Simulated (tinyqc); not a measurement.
Inside a calculation: virtual-crystal alloy in the empirical-pseudopotential method. Values are carried at full precision from step to step, so a last printed digit may differ when a step is redone from the rounded ones.

Virtual crystal A(1-x)B(x): a = (1 - x) a_A + x a_B. Rule linear: V = (1 - x) V_A + x V_B. Rule volume: V = [(1 - x) a_A^3 V_A + x a_B^3 V_B]/a^3, since a form factor is an atomic potential divided by the cell volume.

Constants: hbar^2/2m0 = 3.80998211 eV angstrom^2; Ry = 13.60569312 eV.

Parameters, chosen for this exercise (classic local form factors of the size used for Si (A) and Ge (B), which place X and L only to a few tenths of an eV; shifted at random, so the results belong to these values and not to a real crystal):
```
symbol  value                   unit      meaning
a       (5.439, 5.661)          angstrom  lattice constants of A, B
VSA     (-0.209, 0.041, 0.079)  Ry        symmetric form factors of A
VAA     (0, 0, 0)               Ry        antisymmetric form factors of A
VSB     (-0.227, 0.009, 0.06)   Ry        symmetric form factors of B
VAB     (0, 0, 0)               Ry        antisymmetric form factors of B
rule    linear                            mixing rule
x       0.84                              fraction of B
```

## The virtual crystal

Form a, the two weights and the form factors.

a = 5.6255 angstrom

weights of A and B: 0.16000  0.84000

VS at 3, 8, 11 (Ry): -0.22412  0.01412  0.06304

VA at 3, 4, 11 (Ry): 0.00000  0.00000  0.00000

## The six lowest plane waves at X

Empirical pseudopotential on the fcc lattice, atoms at +/- tau, tau = a (1,1,1)/8, no spin-orbit coupling. H(G,G') = c (2 pi/a)^2 |k + G|^2 delta + VS(q) cos(q.tau) + i VA(q) sin(q.tau), q = G - G', c = hbar^2/2m0; k and G in units of 2 pi/a; VS at |q|^2 = 3, 8, 11 and VA at 3, 4, 11, in rydberg, zero elsewhere. At each k the basis holds all G with |k + G|^2 up to 16; energies are counted from the fourth level at Gamma.

k = (1,0,0) with the small basis G = (0,0,0), (-2,0,0), (-1,1,1), (-1,-1,-1), (-1,1,-1), (-1,-1,1) in place of the full one.

H in this small basis (eV), lower triangle:
```
,000,-200,-1+1+1,-1-1-1,-1+1-1,-1-1+1
000,4.753
-200,0,4.753
-1+1+1,-2.156,2.156,9.506
-1-1-1,2.156,-2.156,-0.192,9.506
-1+1-1,-2.156,-2.156,0,0,9.506
-1-1+1,-2.156,-2.156,0,0,0.192,9.506
```

## Levels in the small basis

Diagonalise; the gap between the fourth and fifth level is a first estimate of the direct gap at X.

levels (absolute scale of H) (eV): 2.255  2.255  9.314  9.314  12.196  12.196

gap = 2.883 eV

The full basis gives 3.711 eV for this gap.

## The lowest conduction band along Gamma-X and at L

Full basis at each k.

Levels (eV):
```
k,band 3,band 4,band 5,band 6
L,-1.136,-1.136,1.042,4.104
"(0.00,0,0)",0.000,0.000,1.675,3.411
"(0.20,0,0)",-0.482,-0.482,2.809,2.998
"(0.40,0,0)",-1.324,-1.324,1.877,3.866
"(0.60,0,0)",-2.060,-2.060,1.196,2.719
"(0.70,0,0)",-2.324,-2.324,0.997,2.133
"(0.80,0,0)",-2.514,-2.514,0.904,1.655
"(0.85,0,0)",-2.578,-2.578,0.897,1.461
"(0.90,0,0)",-2.626,-2.626,0.918,1.293
"(1.00,0,0)",-2.665,-2.665,1.046,1.046
```

On these points band 5 is lowest at (0.85,0,0), 0.897 eV above the valence top: in this model the gap is indirect, by a margin of 778 meV.

## Checks

- Fifth band at (0.85,0,0) against the equivalent point (0,0,-0.85), on the absolute scale of H (eV): both 10.6141.

Program tinyqc; command `OMP_NUM_THREADS=1 python tinyqc.py 1081130 1081131 out.jsonl`; about 0.2 s on one thread of a shared Intel(R) Xeon(R) Processor @ 2.30GHz.
